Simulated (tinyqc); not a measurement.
# Sheet resistance and Hall data of a diffused or implanted layer, step by step

A worked calculation. Computed by tinyqc, a small Python program that keeps every step. Command: `OMP_NUM_THREADS=1 python tinyqc.py 3021467 3021468 out.jsonl layer walk`. One thread of a shared host (Intel(R) Xeon(R) Processor @ 2.30GHz), about 0.01 s of CPU time with the checks. Intermediate numbers are printed to about 7 digits and carried at full precision; extremes and crossings named in words are read from the listed rows.

Carriers are taken equal to the net active doping down to the junction (full ionisation, which deep dopants in wide-gap hosts do not reach; no spill-over, no depletion), and the Hall factor is 1.

Inputs (values chosen for the exercise, modelled on arsenic in silicon):
```
quantity                                 value        unit
mu_min                                    52.9  cm^2/(V s)
mu_max                                    1440  cm^2/(V s)
N_ref                                  9.6e+16      1/cm^3
exponent alpha                            0.68           -
peak concentration N_0                 3.8e+20      1/cm^3
length scale l                             190          nm
background doping N_B (opposite type)  2.6e+16      1/cm^3
probe current I                              2          mA
magnetic field B                           0.5           T
solubility limit N_s                   2.1e+20      1/cm^3
```

Profile: Gaussian at the surface. Activation: limited by solubility.

Constants: e = 1.602176634e-19 C.

## Dose and junction depth

N(x) = N_0 exp(-x^2/l^2), dose N_0 l sqrt(pi)/2, junction x_j = l sqrt(ln(N_0/N_B)).

dose = 6.398558e+15 1/cm^2

junction depth x_j = 588.3816 nm

## Profile

Mobility mu = mu_min + (mu_max - mu_min)/(1 + (N_t/N_ref)^alpha), N_t = active doping + N_B; carriers n = active doping - N_B, active doping min(N, N_s). sigma = e n mu.

Depth, doping, carriers, mobility and conductivity at 2, 10, 20, 35, 50, 65, 80, 90 and 98 % of the layer:
```
x (nm)      N (1/cm^3)    n (1/cm^3)  mu (cm^2/(V s))  sigma (S/cm)
11.7676   3.785451e+20  2.099740e+20          60.2890  2.028216e+03
58.8382   3.452514e+20  2.099740e+20          60.2890  2.028216e+03
117.6763  2.589353e+20  2.099740e+20          60.2890  2.028216e+03
205.9335  1.173801e+20  1.173541e+20          63.8452  1.200429e+03
294.1908  3.456058e+19  3.453458e+19          77.7735  4.303246e+02
382.4480  6.609236e+18  6.583236e+18         126.6019  1.335334e+02
470.7052  8.209279e+17  7.949279e+17         309.9929  3.948116e+01
529.5434  1.608005e+17  1.348005e+17         592.1017  1.278787e+01
576.6139  3.801017e+16  1.201017e+16         841.4236  1.619102e+00
```

The mobility varies by a factor 14.0 across these points and the conductivity by 1250.

## Sheet values

Integrals from x_0 (0 unless stated) to x_j by the midpoint rule on 400 even intervals: 1/R_s = e int n mu dx; sheet density n_s = int n dx; Hall sheet density (int n mu dx)^2/int n mu^2 dx; Hall mobility int n mu^2 dx/int n mu dx. Mean conductivity 1/(R_s x_j); mean mobility 1/(e n_s R_s).

sheet resistance R_s = 20.37279 ohm

sheet density n_s = 4.837863e+15 1/cm^2

mean mobility = 63.32649 cm^2/(V s)

Hall sheet density = 4.619281e+15 1/cm^2

Hall mobility = 66.32308 cm^2/(V s)

mean conductivity 1/(R_s x_j) = 834.2388 S/cm

Carriers amount to 75.6 % of the dose, the rest being above the solubility limit or compensated. A Hall measurement weights the mobile tail and reports 95.5 % of n_s.

## What the probes read

Collinear four-point probe on a large thin layer: V = I R_s ln(2)/pi. Van der Pauw on a symmetric sample: R = R_s ln(2)/pi as well. Hall voltage V_H = I B/(e x Hall sheet density); tangent of the Hall angle V_H/(I R_s).

four-point voltage = 8.989927 mV

Hall voltage = 0.1351186 mV

tangent of the Hall angle = 0.003316154

## Shortcuts against the integral

Shortcuts: R_s = 1/(e Q mu) with the dose Q and the mobility at the (active) peak concentration; 1/(e n_s mu) with mu at N_t = n_s/x_j + N_B; 1/(e Q mu_max).

Sheet resistances:
```
method                                   R_s (ohm)  deviation (%)
integral                                  20.37279        0.00000
dose, mobility at the peak                16.17965      -20.58205
n_s, mobility at the mean concentration   19.31001       -5.21667
dose, mu_max                               0.67740      -96.67498
```

The closest shortcut is «n_s, mobility at the mean concentration» (-5.2 %). Counting inactive dopants as carriers underestimates R_s.

## Stripping the layer step by step

After removing a depth d the integrals start at d. Differences between neighbouring rows give the local conductivity -d(1/R_s)/dx at the middle of the slice (the last slice uses one more step, not listed).

Differential sheet resistance:
```
removed d (nm)  R_s (ohm)  slice conductivity (S/cm)  sigma at mid-slice (S/cm)
0                  20.373                   2028.273                   2028.216
59                 26.941                   2028.211                   2028.216
118                39.759                   1910.053                   2010.435
177                72.033                   1204.148                   1193.578
236               147.536                    626.997                    616.291
295               324.808                    296.602                    289.595
354               752.563                    135.126                    131.670
413              1881.299                     60.865                     59.444
```

R_s doubles after removing between 118 and 177 nm of a layer 588 nm deep, so half the current flows above that depth. Where sigma exceeds a tenth of its largest listed value, the slice values agree with it within 5 %.

Checks made by the program: conductance integral against adaptive quadrature (relative difference 5e-06).
